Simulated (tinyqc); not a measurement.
# Six-transistor SRAM cell, nodal equations and margins: two studies

Two cross-coupled inverters (pull-down bn, pull-up bp) hold the nodes Q and QB; access transistors (ba, threshold VTn, gate on the word line at Vdd when selected) join them to the bit lines. Transistor (EKV form, voltages against the body): I = 2 n b Vt^2 [F(vp - Vs) - F(vp - Vd)] from drain to source, F(v) = ln^2(1 + exp(v/(2 Vt))), vp = (Vg - VT + sg |Vd - Vs|)/n. n-channel bodies are at 0; for the p-channel device all voltages are counted down from Vdd. b in uA/V^2 gives I in uA. For an access transistor the bit line is the drain and the node the source. In a read both bit lines are at Vdd. The cell is symmetric (no mismatch).

Values chosen for this exercise: temperature T = 400 K; supply voltage Vdd = 1 V; slope factor n = 1.41; drain-induced barrier lowering sg = 0.099; n-channel threshold VTn = 0.28 V; p-channel threshold (magnitude) VTp = 0.36 V; gain factor of the pull-down transistor bn = 870 uA/V^2; gain factor of the access transistor ba = 870 uA/V^2; gain factor of the pull-up transistor bp = 480 uA/V^2.

Constants: q = 1.602176634e-19 C, kB = 1.380649e-23 J/K, Vt = kB T/q. Results are converted to the units shown.

Each table varies one quantity; the others keep the values above.

## Effect of the gain factor of the access transistor

f(x) is the node voltage of one half-cell for input x: In = Ip in hold, In = Ip + Ia in a read. Static noise margin: side of the largest square between the curve (x, f(x)) and its mirror image (f(y), y); with h(c) the root x of f(x) - x = c, it is the maximum over c > 0 of h(c) - h(-c) + c. Q is the low node in a read and Iread the current of its access transistor. The write trip is the voltage to which the bit line of the high node must fall (the other staying at Vdd) for that state to vanish; higher is easier, and a negative value means that a grounded bit line does not write.

The same in every row: hold margin (mV) = 332.6.

Effect of the gain factor of the access transistor:

| ba (uA/V^2) | read margin (mV) | Q in a read (mV) | Iread (uA) | write trip (mV) |
|---|---|---|---|---|
| 220 | 233.1 | 67.96 | 40.05 | -2.786 |
| 300 | 212.0 | 86.95 | 50.34 | 95.36 |
| 420 | 187.1 | 111.6 | 63.07 | 185.4 |
| 580 | 161.7 | 139.0 | 76.40 | 258.0 |
| 810 | 134.5 | 170.7 | 90.61 | 321.5 |
| 1100 | 109.5 | 202.2 | 103.2 | 371.8 |

What does the comparison show?

As ba goes from 220 to 1100 uA/V^2, the read margin falls from 233 to 109 mV, the write trip rises from -2.79 to 372 mV and Iread rises from 40.1 to 103 uA. The read margin is 0.70 of the hold margin in the first row and 0.33 in the last. Read stability and write ability pull in opposite directions. At ba = 220 uA/V^2 the write trip is negative: the cell cannot be written without assist.

## Effect of the gain factor of the pull-down transistor

Same model as above.

Effect of the gain factor of the pull-down transistor:

| bn (uA/V^2) | hold margin (mV) | read margin (mV) | Q in a read (mV) | Iread (uA) | write trip (mV) |
|---|---|---|---|---|---|
| 540 | 342.3 | 113.9 | 227.1 | 70.18 | 361.8 |
| 720 | 336.9 | 122.6 | 197.1 | 84.06 | 345.0 |
| 950 | 330.3 | 131.6 | 169.2 | 98.14 | 328.7 |
| 1200 | 323.8 | 139.3 | 146.9 | 110.2 | 315.0 |
| 1600 | 314.8 | 148.7 | 121.5 | 124.7 | 298.5 |
| 2200 | 303.8 | 158.3 | 96.70 | 139.8 | 281.0 |

What does the table show?

As bn goes from 540 to 2200 uA/V^2, the read margin rises from 114 to 158 mV, the write trip falls from 362 to 281 mV and Iread rises from 70.2 to 140 uA. The read margin is 0.33 of the hold margin in the first row and 0.52 in the last. Read stability and write ability pull in opposite directions.

Computed by the program tinyqc: `OMP_NUM_THREADS=1 python tinyqc.py 2340038 2340039 out.jsonl`, one thread of a shared Intel Xeon 2.30GHz, about 0.1 s for the whole run.
